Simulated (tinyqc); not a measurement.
n-type polysilicon, carrier trapping at grain boundaries: two steps of the calculation.

One-dimensional grains of size Lg, uniform ionised doping N, monovalent traps Qt at each boundary at a depth Et below (for electrons) or above (for holes) the band edge there, abrupt depletion of width W on each side of a boundary, Boltzmann statistics. xi is the distance from the band edge at the grain centre to the Fermi level. Trapped charge Qt/(1 + exp((xi + VB - Et)/Vt)) = 2 N W, barrier VB = q N W^2/(2 eps0 eps_r).

Inputs (values chosen for the exercise); values of the order met in polycrystalline silicon: temperature T = 300 K; relative permittivity eps_r = 11.7; conduction-band density of states at T NB = 2.8e19 cm^-3; grain size Lg = 18 nm; trap density of a grain boundary Qt = 3.3e12 cm^-2; depth of the trap level from the majority band edge at the boundary Et = 0.34 eV; mass for thermionic emission ms = 0.37 m0; correction factor of the emission rate fe = 0.12; mobility inside the grains mug = 48 cm^2/(V s); doping N = 3.7e17 cm^-3.

Constants: q = 1.602176634e-19 C, kB = 1.380649e-23 J/K, m0 = 9.1093837015e-31 kg, Vt = kB T/q, eps0 = 8.8541878128e-14 F/cm where lengths are in cm. Results are converted to the units shown.

Problem 1. Depletion width, Fermi level and barrier. If the trap equation with xi = Vt ln(NB/N) has a root W < Lg/2, the grain is partly depleted; otherwise W = Lg/2 and the trap equation gives xi = Et - VB + Vt ln(Qt/(N Lg) - 1). N* = Qt/Lg.

Find: N*; W; xi; VB; share of traps filled.

Solution 1.

N* = 1.8333e18 cm^-3
W = 9.0000 nm
xi = 0.35237 V
VB = 0.023176 V
share of traps filled = 0.20182

N is 0.202 N*, and the grain is fully depleted; VB = 0.896 Vt.

Problem 2. Resistivity and effective mobility. n0 = NB exp(-xi/Vt); mean density n0 (1 - 2 W/Lg) by charge balance in a partly depleted grain, and n0 (sqrt(pi)/2) erf(u)/u with u = sqrt(VB/Vt) in a fully depleted one; v = sqrt(kB T/(2 pi ms m0)); barrier resistivity Vt exp(VB/Vt)/(q fe n0 v Lg); grain resistivity (1 - 2 W/Lg)/(q n0 mug); effective mobility 1/(q mean density total resistivity).

W = 9 nm
xi = 0.35237002 V
VB = 0.023175683 V

Give: n0; mean density; v; barrier resistivity; grain resistivity; resistivity; effective mobility.

Solution 2.

n0 = 3.3698e13 cm^-3
mean density = 2.5846e13 cm^-3
v = 4.4225e6 cm/s
barrier resistivity = 12286 ohm cm
grain resistivity = 0.0000 ohm cm
resistivity = 12286 ohm cm
effective mobility = 19.656 cm^2/(V s)

The resistivity is 35000 times that of a single crystal with the same N and mobility mug, and the mean density is 0.00699 % of N.

Numbers from tinyqc (`OMP_NUM_THREADS=1 python tinyqc.py 2830292 2830293 out.jsonl`; about 0.01 s on one thread of a shared Intel Xeon 2.30GHz).
